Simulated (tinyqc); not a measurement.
# Resistance of a source-drain extension with a graded tip, step by step

Program tinyqc, `OMP_NUM_THREADS=1 python tinyqc.py 2282084 2282085 out.jsonl`; Intel Xeon 2.30GHz, shared host, one thread, about 0.03 s. Printed values are rounded.

y runs along the channel, the gate covers y > 0. The doping is N0 for y < y0 and N0 10^(-(y - y0)/la) beyond, uniform over the depth xj. Sheet conductance s(y) = q mu(N) max(N - Nch, 0) xj + (for y > 0) ma Cox Vo, with mu(N) = u0 + (u1 - u0)/(1 + (N/Nr)^au) and Cox = eps0 eox/tox. Current is taken as one-dimensional; depletion of the tip, spreading and the contact are left out. The metallurgical junction lies at yj, where N = Nch.

Parameters, values chosen for the exercise; mobility law close to that of electrons in silicon: relative permittivity of the gate insulator (close to silicon dioxide) eox = 3.9; insulator thickness tox = 2.2 nm; active doping of the extension far from the gate N0 = 1.1e20 cm^-3; lateral abruptness la = 3.7 nm/decade; position under the gate where the fall begins (gate edge at 0) y0 = 3.8 nm; depth of the extension xj = 15 nm; channel doping Nch = 3.3e17 cm^-3; gate overdrive Vo = 0.31 V; mobility of the gate-induced layer ma = 210 cm^2/(V s); mobility at low doping u1 = 1414 cm^2/(V s); mobility at high doping u0 = 68.5 cm^2/(V s); reference doping Nr = 9.2e16 cm^-3; exponent au = 0.711; gate length Lg = 50 nm.

Constants: q = 1.602176634e-19 C, eps0 = 8.8541878128e-14 F/cm where lengths are in cm. Results are converted to the units shown.

## Sheet resistances and junction position

yj = y0 + la log10(N0/Nch); sheet resistance of the full extension 1/[q mu(N0)(N0 - Nch) xj] and of the gate-induced layer 1/(ma Cox Vo); metallurgical length Lg - 2 yj; ye is where the doped and the gate-induced conductances are equal.

yj = 13.1347 nm
sheet resistance of the extension = 491.672 ohm/square
sheet resistance of the induced layer = 9786.52 ohm/square
metallurgical length = 23.7307 nm
ye = 9.76610 nm
N at ye = 2.68492e18 cm^-3

The gate takes over 3.37 nm before the junction, where N is still 8.14 times the channel doping.

## Resistance of the overlapped part

Midpoint rule on 8 equal steps from 0 to yj: R_ov = sum h/s(y), per width.

```
point    y (nm)   N (cm^-3)  doped conductance (uS)  sheet resistance (ohm/square)
0      0.820916      1.1e20                 2033.88                        468.152
1       2.46275      1.1e20                 2033.88                        468.152
2       4.10458  9.10069e19                 1708.69                        552.220
3       5.74641  3.27594e19                 692.303                        1258.68
4       7.38824  1.17923e19                 302.653                        2470.14
5       9.03007  4.24482e18                 142.368                        4089.16
6       10.6719  1.52799e18                 65.9862                        5946.45
7       12.3137  5.50026e17                 19.2048                        8238.17
```

R_ov = 38.568 ohm um

The exact integral is 38.816 ohm um; the coarse sum is 0.64 % below it.
